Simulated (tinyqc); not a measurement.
Strain, valley repopulation and piezoresistance in a many-valley conduction band: one step, computed by the program tinyqc.

Valleys are ellipsoids with mass m_l along the axis a and m_t across it, parabolic, with one constant relaxation time; strain shifts the valleys and leaves the masses alone. Currents are taken along [100], in the plane, and along [001], across the plane.

Task: Valley shifts. Herring-Vogt shift of a valley with unit axis a: dE = Xi_d tr(e) + Xi_u a.e.a.

Inputs (values chosen for the exercise, modelled on germanium): shear deformation potential Xi_u = 15.8 eV; dilation deformation potential Xi_d = -4.3 eV.

Valley axes: <111> (4 valleys). Load: biaxial in the (001) plane.

strain tensor (%), rows x, y, z:
$$\begin{pmatrix}
-1.357143 & 0.000000 & 0.000000 \\
0.000000 & -1.357143 & 0.000000 \\
0.000000 & 0.000000 & 1.017857
\end{pmatrix}$$

Give: shifts dE; splitting (highest minus lowest).

Result:

shifts dE (meV): [111] -16.40, [-111] -16.40, [1-11] -16.40, [11-1] -16.40

splitting (highest minus lowest) = 0 meV

All valleys make the same angle with this load, so they shift alike and nothing repopulates. Caution: strain near 1 % also warps the bands and changes masses and intervalley scattering, which this model leaves out.
